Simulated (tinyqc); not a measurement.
Scattering of inversion-layer electrons by surface optical phonons of the gate insulator (remote phonon scattering): one step, computed by the program tinyqc.

One subband with the Fang-Howard envelope; insulator and channel are half-spaces, the gate is far away, and an interlayer only moves the polar surface away by t (its own modes and its permittivity contrast are left out).

Task: Surface modes and strengths. eps(w) = eps_inf + (eps_0s - eps_i) w1^2/(w1^2 - w^2) + (eps_i - eps_inf) w2^2/(w2^2 - w^2). Surface modes solve eps(w) + eps_s = 0, a quadratic in w^2; the strength of a mode is g = 2/(w d eps/dw). Occupation N = 1/(exp(hbar w/(k_B T)) - 1).

Inputs (values chosen for the exercise, modelled on Al2O3 on germanium):
```
quantity                                 value  unit
static constant of the insulator eps_0s   12.4     -
intermediate constant eps_i               7.37     -
optical constant eps_inf                  3.21     -
hbar omega_TO1                            47.7   meV
hbar omega_TO2                            69.8   meV
constant of the channel eps_s             16.2     -
temperature T                              300     K
```

Constants: k_B = 8.617333262e-05 eV/K.

Give: hbar omega_SO; strengths g; occupations N; hbar omega g (2 N + 1).

Result:

hbar omega_SO (meV): 1 51.72, 2 78.14

strengths g: 1 0.00493, 2 0.01163

occupations N: 1 0.1564, 2 0.0512

hbar omega g (2 N + 1) (meV): 1 0.335, 2 1.001

The upper mode has the larger hbar omega g N, the prefactor of absorption before the dependence on q: 0.0399 and 0.0465 meV.
